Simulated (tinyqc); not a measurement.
## Tunnelling through a two-layer gate stack, WKB transmission and Tsu-Esaki current: effect of temperature

Electrons leave the emitter at x = 0. Energies E (motion across the layers) are in eV from the emitter Fermi level; the collector Fermi level lies at -V and offers states at every E. No charge in the dielectric and no image force: F1 = V/(t1 + t2 eps1/eps2), F2 = F1 eps1/eps2; U = phi1 - F1 x in layer 1 and phi2 - F1 t1 - F2 (x - t1) in layer 2. With C = hbar^2/(2 m0), kappa = sqrt(m (U - E)/C) where U > E and 0 elsewhere; T(E) = exp(-S), S = 2 times the integral of kappa over x.

Each layer adds (2/F) sqrt(m/C) [G(u at its left edge) - G(u at its right edge)] to S, with u = U - E (0 where negative) and G(u) = (2/3) u^1.5. J = J0 times the integral of T(E) N(E) dE, N = ln[(1 + exp(-E/Vt))/(1 + exp((-E - V)/Vt))], J0 = q^2 me m0 kB T/(2 pi^2 hbar^3) (times 1e-4 for A/cm^2 per eV), from E = -Ef to far above the barrier (T = 1 there), by quadrature converged to the digits shown.

Values chosen for this exercise; layer 1 close to silicon dioxide, layer 2 close to zirconium oxide:
- Ef = 0.19 eV (Fermi energy of the emitter above its band bottom)
- me = 0.75 m0 (emitter mass in the supply function)
- phi1 = 2.98 eV (barrier of layer 1 above the emitter Fermi level at zero bias)
- m1 = 0.49 m0 (tunnelling mass of layer 1)
- t1 = 0.9 nm (thickness of layer 1)
- eps1 = 3.88 (relative permittivity of layer 1)
- phi2 = 1.35 eV (barrier of layer 2 at zero bias)
- m2 = 0.25 m0 (tunnelling mass of layer 2)
- t2 = 2.6 nm (thickness of layer 2)
- eps2 = 25.8 (relative permittivity of layer 2)
- V = 0.7 V (voltage across the dielectric)

Constants: q = 1.602176634e-19 C, kB = 1.380649e-23 J/K, hbar = 1.054571817e-34 J s, m0 = 9.1093837015e-31 kg, Vt = kB T/q, hbar^2/(2 m0) = 0.0380998212 eV nm^2. Results are converted to the units shown.

Result of one run:
```
T (K)	J (A/cm^2)	mean E of the current (eV)
750	0.1032	0.4417
```

What becomes of these results when the temperature T is changed from 750 to 50 K, all else the same?

Result of the changed run:
```
T (K)	J (A/cm^2)	mean E of the current (eV)
50	0.01620	-0.1062
```

The whole series:
```
T (K)	J (A/cm^2)	mean E of the current (eV)
50	0.01620	-0.1062
100	0.01645	-0.1045
200	0.01746	-0.09799
300	0.01927	-0.08661
400	0.02212	-0.06925
500	0.02657	-0.04084
600	0.03525	0.03764
750	0.1032	0.4417
```

Between 50 and 300 K the current changes by a factor of 1.19, and between 300 and 750 K by 5.35; the mean energy of the current rises from -0.106 to 0.442 eV. The transmission grows by a factor e over d = 0.104 eV near E = 0, equal to kB T/q at 1200 K: far below that temperature the thermal tail adds little.

Computed by the program tinyqc: `OMP_NUM_THREADS=1 python tinyqc.py 2540063 2540064 out.jsonl`, one thread of a shared Intel Xeon 2.30GHz, about 0.04 s for the whole run.
